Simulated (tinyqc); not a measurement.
Grain-boundary diffusion: Harrison regimes, Fisher and Le Claire analysis, Hart average: one step, computed by the program tinyqc. Command: `OMP_NUM_THREADS=1 python tinyqc.py 3025122 3025123 out.jsonl gbdiff walk`. One thread of a shared host (Intel(R) Xeon(R) Processor @ 2.30GHz), about 0.01 s of CPU time with the checks.

A boundary is a slab of width delta with diffusivity D_b, normal to a surface held at constant concentration; it leaks into grains of diffusivity D.

Question. Effective diffusivity. Hart average for parallel slabs: f = delta/d, D_eff = (s f D_b + (1 - f) D)/(1 - f + s f); share of the boundaries = s f D_b/(s f D_b + (1 - f) D); depth sqrt(D_eff t).

Inputs (values chosen for the exercise, for a model polycrystal): boundary width delta = 0.49 nm; segregation factor s = 3; grain size d = 1.3 um; temperature T = 858 K; time t = 120000 s.

D_b = 6.701221e-14 m^2/s

D = 3.583063e-20 m^2/s

Give: boundary fraction f; D_eff; share of the boundaries; depth sqrt(D_eff t).

Answer.

boundary fraction f = 3.769e-04

D_eff = 7.575e-17 m^2/s

share of the boundaries = 0.9995

depth sqrt(D_eff t) = 3.015 um

Caution: outside regime A (which needs sqrt(D t) above about 3 d) the Hart average and its depth are formal: they describe a profile only in regime A or at steady state.
